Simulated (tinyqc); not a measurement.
Stoner model of a band magnet at zero temperature. Changing the filling n per spin orbital. Computed by tinyqc, a small Python program. Command: `OMP_NUM_THREADS=1 python tinyqc.py 3019333 3019334 out.jsonl stoner sweep`. One thread of a shared host (Intel(R) Xeon(R) Processor @ 2.30GHz), about 0.01 s of CPU time with the checks.

Five orbitals per spin share one band; u = (E - E_bottom)/W runs from 0 to 1, and the states per spin, atom and energy are g = 5 d(u)/W with d = (8/pi) sqrt(u (1 - u)). N(u) is the integral of d from 0. The moment m = n_up - n_down (electrons per atom) moves the fillings to n +/- m/10; the energy is E(m) = E_band(m) - I m^2/4.

Inputs (values chosen for the exercise, for a model d band):
```
quantity                 value  unit
band width W                 6    eV
Stoner parameter I        1.37    eV
start moment m0           0.16  mu_B
largest number of steps    600     -
```

Density of states: semi-elliptic.

Method. Solve N(u_F) = n; g_F = 5 d(u_F)/W; the Stoner product is I g_F. Split the bands by Delta = I m, find the common Fermi level that keeps 10 n electrons, and read m(out) = 5 [N(u + Delta/(2W)) - N(u - Delta/(2W))], N clipped to 0 and 1. Start from m0 (at most 0.9 m_max, m_max = 10 min(n, 1 - n)); stop when m changes by less than 1e-8; moments under 1e-5 count as 0.

One run for each value:
```
filling n per spin orbital  moment m (mu_B)  Stoner product I g_F  g_F (1/eV)
0.16                                    1.6                1.1984      0.8748
0.25                                    2.5                1.3297      0.9706
0.33                                    3.3                1.3995      1.0215
0.42                                    4.2                1.4420      1.0526
0.58                                    4.2                1.4420      1.0526
0.67                                    3.3                1.3995      1.0215
0.75                                    2.5                1.3297      0.9706
0.84                                    1.6                1.1984      0.8748
```

Describe and explain the trends.

Over the rows, moment m (mu_B) goes from 1.60 through a maximum among these rows, 4.20 at 0.420, to 1.60; Stoner product I g_F goes from 1.20 through a maximum among these rows, 1.44 at 0.420, to 1.20; g_F (1/eV) goes from 0.875 through a maximum among these rows, 1.05 at 0.420, to 0.875. Rows at saturation, m = 10 min(n, 1 - n): 8 of 8; there the moment changes by one mu_B per electron, the Slater-Pauling slope. The filling sets I g_F through the shape of the band. Left out: 0.0800, 0.920 (too near the Stoner point). Left out: 0.500 (half filling).

Extremes, crossings and ranges named in words are read from the listed rows.
